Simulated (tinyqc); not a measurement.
Heavy doping: gap narrowing, degeneracy and the minority density: sweeps and comparisons. A value that a table varies takes the place of the one given here.

F_j(eta) = (1/Gamma(j + 1)) integral_0^infinity x^j dx/(1 + exp(x - eta)), which tends to exp(eta) for eta << 0.

Empirical narrowing (Slotboom form, constants chosen for the exercise; published fits of this form give the apparent narrowing, here it is taken as the true one): dEg = E0 [ln(N/N0) + sqrt(ln(N/N0)^2 + C)].

Majority: N = Nv F_1/2(eta), eta the distance of EF beyond the majority band edge in kT. Degeneracy factor gam = F_1/2(eta)/exp(eta). ni0^2 = Nc Nv exp(-Eg/kT); product n p = ni0^2 gam exp(dEg/kT), dEg the true narrowing; apparent narrowing dEa = dEg + kT ln gam; minority density = n p/N.

Bipolar transistor with N as emitter doping: beta = K (N/NB) exp((dEa_B + dG - dEa_E)/kT), dEa_E = dEg(N) + kT ln gam, dEa_B = dEg(NB). For the sweep in T, Nv is scaled as (T/T0)^(3/2) from its value at T0 = T.

Constants: kB = 8.617333262e-05 eV/K.

Values chosen for the exercise (gap and densities of states near those of Si at this temperature; narrowing constants near the fits for Si; not measured data): Eg = 1.073 eV (gap); Nc = 5.12e+19 1/cm^3 (conduction-band density of states); Nv = 2.07e+19 1/cm^3 (valence-band density of states); T = 450 K; E0 = 7.87 meV (narrowing scale); N0 = 1.1e+17 1/cm^3 (onset density); C = 0.5 (smoothing constant); N = 2.3e+18 1/cm^3 (ionised acceptors, equal to the majority density); NB = 4e+17 1/cm^3 (base doping); K = 3.2 (ratio (D_B W_E)/(D_E W_B)); dG = 0 meV (extra narrowing of the base by alloying).

## Narrowing against degeneracy

N takes the values listed; the last column is N over the factor gam exp(dEg/kT), the doping that a simple model would need to give the same minority density.

Results:

| N (1/cm^3) | eta | gam | dEg (meV) | dEa (meV) | minority (1/cm^3) | effective doping (1/cm^3) |
|---|---|---|---|---|---|---|
| 6.0e+16 | -5.84 | 0.999 | 2.6 | 2.5 | 1.81e+10 | 5.62e+16 |
| 2.0e+17 | -4.64 | 0.997 | 12.0 | 11.9 | 6.92e+09 | 1.47e+17 |
| 6.0e+17 | -3.53 | 0.990 | 27.8 | 27.4 | 3.44e+09 | 2.96e+17 |
| 2.0e+18 | -2.30 | 0.966 | 46.3 | 45.0 | 1.63e+09 | 6.27e+17 |
| 6.0e+18 | -1.14 | 0.903 | 63.4 | 59.5 | 7.87e+08 | 1.29e+18 |
| 2.0e+19 | 0.30 | 0.714 | 82.3 | 69.2 | 3.03e+08 | 3.36e+18 |
| 6.0e+19 | 2.05 | 0.373 | 99.5 | 61.2 | 8.24e+07 | 1.24e+19 |
| 2.0e+20 | 5.32 | 0.0470 | 118.4 | -0.1 | 5.08e+06 | 2.01e+20 |
| 4.0e+20 | 8.61 | 0.00352 | 129.3 | -89.7 | 2.52e+05 | 4.05e+21 |

What can be read from the table?

dEg grows steadily to 129.3 meV, while the apparent value peaks at 69.2 meV for N = 2e+19 and falls to -89.7 meV as the Fermi level enters the band (a negative value is not met in measurements: parabolic bands with a fixed mass overstate the filling). N grows by a factor 33 from the third to the sixth row and the effective doping by 11.3.

## Current gain against temperature

Gain:

| T (K) | beta | beta with dG = 0 | without narrowing |
|---|---|---|---|
| 150 | 2.85 | 2.85 | 18.4 |
| 200 | 4.45 | 4.45 | 18.4 |
| 250 | 5.84 | 5.84 | 18.4 |
| 300 | 7.03 | 7.03 | 18.4 |
| 350 | 8.03 | 8.03 | 18.4 |
| 400 | 8.87 | 8.87 | 18.4 |
| 450 | 9.60 | 9.60 | 18.4 |

dEa_B + dG - dEa_E at T0 = -25.2 meV

What can be read from the table?

beta is 2.85 at 150 K and 9.6 at 450 K, since the net exponent is negative: the emitter has the larger apparent narrowing. At 300 K narrowing and degeneracy change the gain by a factor 0.382.

## What moves the minority density and the gain

All results formed anew. Each row changes one parameter from the base and keeps the others.

Results:

| case | dEg (meV) | dEa (meV) | minority (1/cm^3) | beta |
|---|---|---|---|---|
| base | 48.49 | 46.97 | 1.49e+09 | 9.60 |
| N = 4.6e+18 1/cm^3 | 59.28 | 56.25 | 9.45e+08 | 15.1 |
| E0 = 9.444 meV | 58.19 | 56.67 | 1.91e+09 | 8.36 |
| N0 = 2.2e+17 1/cm^3 | 37.76 | 36.24 | 1.13e+09 | 9.85 |
| Eg = 1.093 eV | 48.49 | 46.97 | 8.88e+08 | 9.60 |
| Nv = 2.69e+19 1/cm^3 | 48.49 | 47.32 | 1.95e+09 | 9.51 |
| NB = 8e+17 1/cm^3 | 48.49 | 46.97 | 1.49e+09 | 6.28 |

What can be read from the table?

The largest shifts from the base row, up to three for each result and ties (the steps differ in size, so this ranks the rows, not the parameters). dEg (meV): N +10.79, N0 -10.73, E0 +9.70; unchanged at the printed digits by Eg, Nv and NB. dEa (meV): N0 -10.73, E0 +9.70, N +9.28; unchanged at the printed digits by Eg and NB. minority (1/cm^3): Eg -5.99e+08, N -5.43e+08, Nv +4.63e+08; unchanged at the printed digits by NB. beta: N +5.51, NB -3.32, E0 -1.24; unchanged at the printed digits by Eg.

Run: tinyqc, `OMP_NUM_THREADS=1 python tinyqc.py 1680340 1680341 out.jsonl`; Intel(R) Xeon(R) Processor @ 2.30GHz, one thread, shared host; about 0.02 s of CPU time with all checks.
